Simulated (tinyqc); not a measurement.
From results back to parameters: k.p values derived from sp3s* tight binding at Gamma. Three cases, with inputs chosen for the exercise.

Problem. The electron mass obeys m0/m = A + Ep/EG, where A gathers the direct term and the higher bands, and Ep = P^2/c with c = hbar^2/2m0, P = (a/4)(sa pc Vsapc + sc pa Vscpa). The mass comes from a hidden Vscpa (s cation, p anion); sa, sc are the anion and cation parts of S+, the upper s level at Gamma, and pa, pc those of P-, the lower p level (P+ is the upper one).

Constants: hbar^2/2m0 = 3.80998211 eV angstrom^2.

Find: Ep; Vscpa.

Method. Ep = (m0/m - A) EG gives |P|; both terms of P have the sign of sc pa, and the linear relation gives Vscpa. A is held fixed, though its part from P+ also depends on Vscpa.

Case 1.

Values chosen (out of a larger set: near a published set for GaSb, fitted to gaps, whose masses and valley positions are rough; not measured data): a = 6.101 angstrom (lattice constant); Vsapc = 4.971 eV (s anion, p cation).

m = 0.0622995 m0
A = -1.96135
EG = 0.750296 eV

sa, sc, pa, pc: 0.603710  -0.797204  0.880630  -0.473804

Solution.

Ep = 13.51 eV
Vscpa = 4.68 eV

Case 2.

Values chosen (out of a larger set: near a published set for GaAs, fitted to gaps, whose masses and valley positions are rough; not measured data): a = 5.656 angstrom (lattice constant); Vsapc = 4.531 eV (s anion, p cation).

m = 0.1174710 m0
A = -1.53866
EG = 1.544498 eV

sa, sc, pa, pc: 0.542697  -0.839929  0.881135  -0.472866

Solution.

Ep = 15.52 eV
Vscpa = 5.78 eV

Case 3.

Values chosen (out of a larger set: near a published set for InP, fitted to gaps, whose masses and valley positions are rough; not measured data): a = 5.87 angstrom (lattice constant); Vsapc = 2.227 eV (s anion, p cation).

m = 0.1241555 m0
A = -1.47360
EG = 1.431015 eV

sa, sc, pa, pc: 0.475868  -0.879516  0.906499  -0.422208

Solution.

Ep = 13.63 eV
Vscpa = 5.60 eV

Computed by tinyqc, one run a case: `OMP_NUM_THREADS=1 python tinyqc.py N N+1 out.jsonl` with N = 1450935, 1450944, 1450946; one thread of a shared Intel(R) Xeon(R) Processor @ 2.30GHz, about 0.01 s a run at most.
